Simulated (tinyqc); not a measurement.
Inside a calculation. Model: surface photovoltage measurement of the minority-carrier diffusion length in a wafer. Computed by tinyqc, a small Python program that keeps every step. Command: `OMP_NUM_THREADS=1 python tinyqc.py 3130317 3130318 out.jsonl spv walk`. One thread of a shared host (Intel(R) Xeon(R) Processor @ 2.30GHz), about 0.01 s of CPU time with the checks. Intermediate numbers are printed to about 6 digits and carried at full precision; extremes and crossings named in words are read from the listed rows.

Low injection, steady light, a depletion layer much thinner than 1/alpha and L. The excess density dn is taken at the front edge of the neutral region; light that reaches the back is lost.

Inputs (values chosen for the exercise, modelled on p-type silicon at room temperature):
```
quantity                                             value               unit
diffusion length L                                     230         micrometre
wafer thickness W                                      625         micrometre
diffusivity D                                         32.4             cm^2/s
front recombination velocity S_f                      7800               cm/s
back recombination velocity S_b                       7200               cm/s
photon flux entering                                 1e+13         1/(cm^2 s)
minority density at the surface barrier scale n_0    2e+10             1/cm^3
temperature T                                          298                  K
wavelength                                             986                 nm
relative noise of each reading                           1                  %
diffusion length after pair splitting over L          0.83                  -
iron factor C                                      1.1e+16  micrometre^2/cm^3
```

Constants: k_B = 8.617333262e-05 eV/K.

## One wavelength

alpha = (84.732/lambda - 76.417)^2 per cm with lambda in micrometre (an empirical fit for silicon between 0.7 and 1.05 micrometre). Thick wafer: dn = Phi L/((S_f + D/L)(L + 1/alpha)). Finite wafer, with s = S_b L/D, w = W/L, a = alpha L: dn = [Phi a/(a^2 - 1)] [a - B - exp(-alpha W)(a - s)/(cosh w + s sinh w)]/(S_f + B D/L), B = (sinh w + s cosh w)/(cosh w + s sinh w). Photovoltage V = (k_B T/e) ln(1 + dn/n_0). Lifetime = L^2/D.

alpha = 90.5941 1/cm

penetration depth 1/alpha = 110.383 micrometre

dn, thick wafer = 7.33774e+08 1/cm^3

B = 1.00589

dn, finite wafer = 7.29286e+08 1/cm^3

photovoltage V = 0.919722 mV

lifetime = 16.3272 microsecond

## The linear plot

normal deviates g for the noise: -0.37  -0.41  -0.60  0.50  0.30  0.64  -0.78

Readings y = (Phi/dn) (1 + noise x g) at 780, 830, 880, 920, 950, 975 and 995 nm; a least-squares line y = c (1/alpha + L_app) gives L_app = intercept/slope.

Readings:
```
lambda (nm)  1/alpha (micrometre)  y (cm/s)  line (cm/s)
780                         9.636    9570.1       9591.4
830                        15.176    9788.9       9817.2
880                        25.330   10178.1      10230.9
920                        40.658   10914.3      10855.5
950                        61.278   11732.7      11695.7
975                        90.917   12992.2      12903.5
995                       130.888   14450.0      14532.2
```

slope = 40.7478 cm/(s micrometre)

apparent length L_app = 225.749 micrometre

error of L_app (rounded to 0.001) = -1.848 %

Without noise the error would be -2.1 %, from the finite thickness at W/L = 2.7. S_f scales all readings alike and leaves L_app unchanged.

## Where the wafer is too thin

No noise; L is varied at fixed W, and the last two columns set S_b to 0 and to 1e7 cm/s.

Apparent length (micrometre):
```
L           W/L  given S_b  S_b = 0  S_b = 1e7
31.2    20.0321     31.200    31.20     31.200
62.5    10.0000     62.500    62.50     62.500
125.0    5.0000    124.923   125.11    124.854
188.0    3.3245    186.533   190.02    185.706
312.0    2.0032    291.723   338.14    285.537
500.0    1.2500    393.790   647.19    376.131
812.0    0.7697    468.210  1396.39    438.236
1310.0   0.4771    506.499  3034.83    468.946
2500.0   0.2500    526.501  7352.90    484.664
```

With a fast back surface L_app levels off, at 485 micrometre in the last row; with a passive one it reaches up to 2.94 times L among these rows and is 7350 in the last. All three columns are within 5 % of L down to W/L = 3.3.

## Iron from two lengths

Splitting iron-boron pairs in boron-doped silicon shortens L; with nothing else changing, [Fe] = C (1/L_after^2 - 1/L^2). It is evaluated with the true lengths and with the apparent ones (without noise), which differ when the wafer is not thick against L.

L_after = 190.9 micrometre

[Fe] from the true lengths = 9.39033e+10 1/cm^3

[Fe] from the apparent lengths = 9.02560e+10 1/cm^3

bias, apparent over true less 1 (rounded to 0.001) = -3.884 %

Checks made by the program: dn against a finite-difference solution (relative difference 4e-07).
